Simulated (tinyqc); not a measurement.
Schottky emission and Poole-Frenkel conduction in an insulator, and how to tell them apart: one step of the calculation.

Schottky emission (electrode-limited): J = As T^2 exp[-(pb - b sqrt(F))/Vt], b = sqrt(q/(4 pi eps0 ei)). Poole-Frenkel emission (bulk-limited): J = s0 F exp[-(pt - 2 b sqrt(F))/Vt]. F in V/cm.

Question. Which mechanism made these data. The data come from another sample of the same dielectric, in which one mechanism alone limits the current. Fit straight lines by least squares: ln J on sqrt(F) (Schottky plot, slope b/Vt) and ln(J/F) on sqrt(F) (Poole-Frenkel plot, slope 2 b/Vt), F in V/cm, and read a permittivity from each slope. The right mechanism gives a value near ei, and in any case between ei and es.

Inputs (values chosen for the exercise); dielectric values close to those of aluminium oxide:
```
symbol  value  unit                               meaning
T         300     K                           temperature
ei       3.31        high-frequency relative permittivity
es          9                static relative permittivity
```

Constants: q = 1.602176634e-19 C, kB = 1.380649e-23 J/K, Vt = kB T/q, eps0 = 8.8541878128e-14 F/cm where lengths are in cm. Results are converted to the units shown.

```
point,F (MV/cm),J (A/cm^2)
0,0.48,4.869e-16
1,0.77,2.16e-15
2,1.05,7.084e-15
3,1.34,2.07e-14
4,1.63,5.411e-14
5,1.92,1.303e-13
```

Find: slope of the Schottky plot; permittivity read as Schottky; slope of the Poole-Frenkel plot; permittivity read as Poole-Frenkel.

Answer.

slope of the Schottky plot = 0.0080679 (cm/V)^0.5
permittivity read as Schottky = 3.3101
slope of the Poole-Frenkel plot = 0.0060828 (cm/V)^0.5
permittivity read as Poole-Frenkel = 23.293

Both plots are nearly straight, so straightness decides nothing. Read as Schottky the data give 3.31, which matches ei = 3.31; read as Poole-Frenkel they give 23.3, above even the static value 9. The data were made by Schottky emission.

Numbers from tinyqc (`OMP_NUM_THREADS=1 python tinyqc.py 2370123 2370124 out.jsonl`; about 0.01 s on one thread of a shared Intel Xeon 2.30GHz).
